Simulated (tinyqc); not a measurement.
# Worked calculation: AlGaN/GaN HEMT with access regions, lumped model

Numbers from tinyqc (`OMP_NUM_THREADS=1 python tinyqc.py 2570074 2570075 out.jsonl`; about 0.04 s on one thread of a shared Intel Xeon 2.30GHz). Printed values are rounded.

A polarisation-induced electron sheet under a Schottky gate, in series with two ungated access regions and contacts. Drift law v = mu E/(1 + mu E/vs) under the gate. Currents in mA/mm, resistances in ohm mm. No self-heating, no channel-length modulation; fits for polarisation, barrier and offset are chosen for the exercise.

Inputs (values chosen for the exercise); values close to those of AlGaN/GaN structures:
```
symbol,value,unit,meaning
x,0.21,,aluminium share of the barrier
d,20,nm,barrier thickness
eps_r,9,,relative permittivity of barrier and channel
mu,1700,cm^2/(V s),channel mobility
vs,1.1e7,cm/s,saturation velocity
Lg,0.25,um,gate length
Ls,1,um,source access length
Ld,1.5,um,drain access length
Rc,0.36,ohm mm,resistance of each contact
ft,0.4,,share of the drain-access electrons removed by traps
Vg,-0.5,V,gate voltage
Vd,4,V,drain voltage
Ec,2.5,MV/cm,critical field
te,0.39,um,depth over which the depleted charge spreads
tf,200,nm,insulator under the field plate
ei,7,,relative permittivity of that insulator
```

Constants: q = 1.602176634e-19 C, eps0 = 8.8541878128e-14 F/cm where lengths are in cm. Results are converted to the units shown.

## Polarisation charge, threshold and sheet resistance

sigma = (5e13 x + 1.6e13 x^2) cm^-2, phiB = 0.84 + 1.3 x, dEc = 0.7 (1.71 x + x^2) in volts, Cb = eps0 eps_r/d, VT = phiB - dEc - q sigma/Cb, access density n0 = -Cb VT/q. Rsh = 1/(q mu n0); largest access current q n0 vs.

sigma = 1.120560e13 cm^-2
Cb = 0.3984385 uF/cm^2
VT = -3.675168 V
n0 = 9.139619e12 cm^-2
Rsh = 401.7100 ohm
q n0 vs = 1610.761 mA/mm

## Iteration 1: drain current

I at the start = 620 mA/mm

Access resistance R(L, n) = L/(q mu n sqrt(1 - (I/(q n vs))^2)); Rs = Rc + R(Ls, n0), Rd = Rc + R(Ld, (1 - ft) n0). Vg' = Vg - I Rs, Vd' = Vd - I (Rs + Rd); with u = Vg' - VT, Vc = vs Lg/mu and w the smaller of Vd' and Vc [sqrt(1 + 2 u/Vc) - 1] (0 if negative), the channel gives (mu Cb/Lg)(u w - w^2/2)/(1 + w/Vc). I(new) is that channel current.

Rs = 0.7952439 ohm mm
Rd = 1.669171 ohm mm
Vg' = -0.9930512 V
Vd' = 2.472063 V
channel current = 832.0407 mA/mm
I after iteration 1 = 832.0407 mA/mm

## Iteration 2: drain current

As before.

Rs = 0.8291469 ohm mm
Rd = 2.334034 ohm mm
Vg' = -1.189884 V
Vd' = 1.368105 V
channel current = 760.8051 mA/mm
I after iteration 2 = 760.8051 mA/mm

## Course of the iteration: drain current

Stop when I changes by less than 1e-6 mA/mm, or after 60 iterations. I must stay below q (1 - ft) n0 vs.

Course of the iteration:
```
iteration  I (mA/mm)  |change| (mA/mm)
1           832.0407               212
2           760.8051              71.2
3           785.8059              25.0
4           777.1776              8.63
5           780.1722              2.99
6           779.1349              1.04
7           779.4944             0.360
8           779.3698             0.125
9           779.4130            0.0432
...              ...               ...
12          779.4014           1.80e-3
13          779.4021           6.23e-4
14          779.4019           2.16e-4
15          779.4019           7.48e-5
16          779.4019           2.59e-5
17          779.4019           8.98e-6
18          779.4019           3.11e-6
19          779.4019           1.08e-6
20          779.4019           3.74e-7
```

Converged in 20 iterations. At the end each change is about 0.35 times the one before, with alternating sign: linear convergence. Of Vd, 43.9 % reaches the channel; the access current is 81 % of its limit.

## On-resistance and breakdown

sigma = (5e13 x + 1.6e13 x^2) cm^-2, phiB = 0.84 + 1.3 x, dEc = 0.7 (1.71 x + x^2) in volts, Cb = eps0 eps_r/d, VT = phiB - dEc - q sigma/Cb, access density n0 = -Cb VT/q. Ron = 2 Rc + Ls/(q mu n0) + Ld/(q mu (1 - ft) n0) + Lg/(mu Cb (Vg - VT)). Off state: a depleted stretch that holds the voltage V has the peak field sqrt(k V), k = 2 q n0/(eps0 eps_r te), so one edge holds V1 = Ec^2/k. The sheet under the plate pinches off at Vf = q n0 (1/Cb + tf/(eps0 ei)); beyond it the gate edge is screened. BV = V1 if Vf >= V1, else Vf + V1, and at most Ec Ld. Specific resistance Ron (Ls + Lg + Ld); figure of merit BV^2 over it.

Ron = 2.242227 ohm mm
Vf = 50.92733 V
V1 = 66.32350 V
BV = 117.2508 V
specific resistance = 0.06166124 mohm cm^2
figure of merit = 222.9562 MW/cm^2

The plate raises BV by a factor of 1.77.
